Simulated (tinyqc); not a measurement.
Inside a calculation. Method: Hubbard ring of 3 sites. One step of it, computed by the program tinyqc.

Task: Mean-field iteration 1. H(up) = T + U n(down), H(down) = T + U n(up); fill the lowest levels; n(new) = n + mixing (n(out) - n); E = tr T (rho up + rho down) + U sum n_up n_down of the output.

one-body matrix (hopping and site energies) (eV), order 1, 2, 3:
```
[[-0.740000, -1.430000, -1.430000],
 [-1.430000, 0.090000, -1.430000],
 [-1.430000, -1.430000, -0.960000]]
```

U = 1.900000 eV

electrons, up and down: [2, 1]

mixing = 0.500000

n(up) at the start (a guess, not normalised): [0.967000, 0.367000, 0.967000]

n(down) at the start (a guess): [0.033000, 0.633000, 0.033000]

Give: levels, up; levels, down; energy; n(up) after iteration 1; n(down) after iteration 1.

Result:

levels, up (eV): [-3.1426, 0.6440, 2.2167]

levels, down (eV): [-1.9433, 2.2592, 2.4459]

energy = -4.9603 eV

n(up) after iteration 1: [0.9341, 0.2702, 0.9462]

n(down) after iteration 1: [0.1698, 0.4935, 0.1861]
